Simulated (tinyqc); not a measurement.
Valley splitting of a silicon quantum well in envelope theory: sweeps and comparisons. A value that a table varies takes the place of the one given here.

The well lies at 0 < z < L; U(z) = V0 [1/(1 + exp(z/w)) + 1/(1 + exp((L - z)/w))] - e F z, 1 mV/nm = 1e-4 eV/angstrom. The envelope psi solves -(c/ml) psi'' + U psi = E psi, c = hbar^2/2m0, by three-point differences on a grid of 0.1 angstrom from -40 to L + 40 angstrom. The two valleys at +/- k0 couple through D = C0 times the integral of exp(-i q z) U(z) psi^2, q = 2 k0 (2 pi/a), and split by Ev = 2|D|.

Random alloy: with Y(z) = Yw + (Yb - Yw) B(z), B the bracket in U, and in-plane density exp(-r^2/ad^2)/(pi ad^2), D gains a random complex part of variance sigma^2 = (C0^2/pi)(a^2 V0/(8 ad (Yb - Yw)))^2 (4/a) times the integral of psi^4 Y (1 - Y). Alone it gives a mean splitting sqrt(pi) sigma; together with the smooth part the rms splitting is 2 sqrt(|D|^2 + sigma^2).

Constants: hbar^2/2m0 = 3.80998211 eV angstrom^2.

Parameters, chosen for this exercise (near those of a strained Si well in SiGe; not measured data):
- L = 34 angstrom (well width)
- V0 = 0.14 eV (conduction offset)
- ml = 0.9 m0 (mass along z)
- F = 7 mV/nm (field pressing towards the upper interface)
- k0 = 0.838 2 pi/a (valley position)
- a = 5.431 angstrom (lattice constant)
- C0 = 0.258 (Bloch overlap factor)
- Yb = 0.21 (Ge share of the barrier)
- Yw = 0.05 (Ge share of the well)
- ad = 190 angstrom (dot radius)
- ws = (0.3, 0.6, 0.9, 1.3, 2.2, 2.8, 4.8) angstrom (interface widths)
- Ls = (34, 35.4, 36.7, 38.1, 39.4, 40.8, 42.1, 43.5) angstrom (widths in steps of one atomic layer, a/4, rounded to the grid)
- F2 = 1 mV/nm (second field, zero or weak)
- w1 = 0.8 angstrom (interface width for this table)
- w = 0.9 angstrom (interface width parameter)

## Sharpness of the interface

The smooth part 2|D| and the disorder part against w, beside y/sinh(y) with y = pi q w. The 12 to 88 % width of the step is 4w.

Results:

| w (angstrom) | 4w (angstrom) | 2\|D\| (micro-eV) | y/sinh(y) | sqrt(pi) sigma (micro-eV) |
|---|---|---|---|---|
| 0.3 | 1.2 | 284.36 | 0.60 | 148.9 |
| 0.6 | 2.4 | 80.53 | 0.19 | 149.3 |
| 0.9 | 3.6 | 16.04 | 0.046 | 149.9 |
| 1.3 | 5.2 | 1.40 | 0.0058 | 151.0 |
| 2.2 | 8.8 | 0.02 | 4.1e-05 | 154.6 |
| 2.8 | 11.2 | 0.00 | 1.3e-06 | 157.8 |
| 4.8 | 19.2 | 0.00 | 1.2e-11 | 170.9 |

How do the results move?

The smooth part needs a Fourier component of U psi^2 at a wavelength of 3.24 angstrom; from the first row to the third it falls by a factor 17.7, while y/sinh(y) falls by 13.2 (the envelope near the step and the phase between the two interfaces change too). The disorder part goes from 148.9 to 170.9 micro-eV, growing as the electron overlaps more alloy. It takes over between w = 0.3 and 0.6 angstrom, that is a step 1.2 to 2.4 angstrom wide, with 1.36 angstrom to an atomic layer.

## Adding atomic layers

The smooth splitting Ev = 2|D| with w = w1, at the field F2 and at F.

Results:

| L (angstrom) | q L mod 2 pi | Ev at F2 (micro-eV) | Ev at F (micro-eV) |
|---|---|---|---|
| 34.0 | 3.09 | 24.8 | 28.2 |
| 35.4 | 5.81 | 29.6 | 32.2 |
| 36.7 | 2.05 | 6.50 | 15.6 |
| 38.1 | 4.76 | 28.7 | 31.2 |
| 39.4 | 1.00 | 8.87 | 16.6 |
| 40.8 | 3.71 | 20.9 | 24.5 |
| 42.1 | 6.23 | 17.3 | 21.7 |
| 43.5 | 2.66 | 10.1 | 17.1 |

How do the results move?

At F2 the splitting swings between 6.5 and 29.6 micro-eV, a ratio of 4.55, as the two interfaces add with the phase q L, which advances on average by 2.63 rad a layer. At F the ratio is 2.06, where in the first row psi^2 at the upper interface is 2.18 times that at the lower one: the field unbalances the two contributions, which fills in the minima.

## What each parameter does

Orbital spacing, psi^2 at z = L, the smooth splitting and sigma; V0 is held fixed when Yw changes. Each row changes one parameter from the base and keeps the others.

Results:

| case | E2 - E1 (meV) | psi^2(L) (1e-3/angstrom) | 2\|D\| (micro-eV) | sigma (micro-eV) |
|---|---|---|---|---|
| base | 58.50 | 8.869 | 16.04 | 84.6 |
| ad = 230 angstrom | 58.50 | 8.869 | 16.04 | 69.9 |
| Yw = 0.08 | 58.50 | 8.869 | 16.04 | 128.9 |
| L = 40 angstrom | 47.57 | 7.058 | 9.17 | 80.1 |
| V0 = 0.175 eV | 63.36 | 7.408 | 15.18 | 107.3 |
| w = 1.17 angstrom | 58.94 | 8.734 | 3.15 | 85.0 |
| F = 10.5 mV/nm | 58.88 | 10.469 | 18.69 | 85.2 |
| k0 = 0.818 2 pi/a | 58.50 | 8.869 | 11.01 | 84.6 |
| C0 = 0.31 | 58.50 | 8.869 | 19.27 | 101.6 |

How do the results move?

The largest shifts from the base row, up to three for each result and ties (the steps differ in size, so this ranks the rows, not the parameters). E2 - E1 (meV): L -10.94, V0 +4.86, w +0.43; unchanged at the printed digits by ad, Yw, k0 and C0. psi^2(L) (1e-3/angstrom): L -1.811, F +1.600, V0 -1.461; unchanged at the printed digits by ad, Yw, k0 and C0. 2|D| (micro-eV): w -12.90, L -6.87, k0 -5.03; unchanged at the printed digits by ad and Yw. sigma (micro-eV): Yw +44.4, V0 +22.8, C0 +17.0; unchanged at the printed digits by k0.

(tinyqc, `OMP_NUM_THREADS=1 python tinyqc.py 1252014 1252015 out.jsonl`, Intel(R) Xeon(R) Processor @ 2.30GHz, 1 thread, shared host, about 0.09 s.)
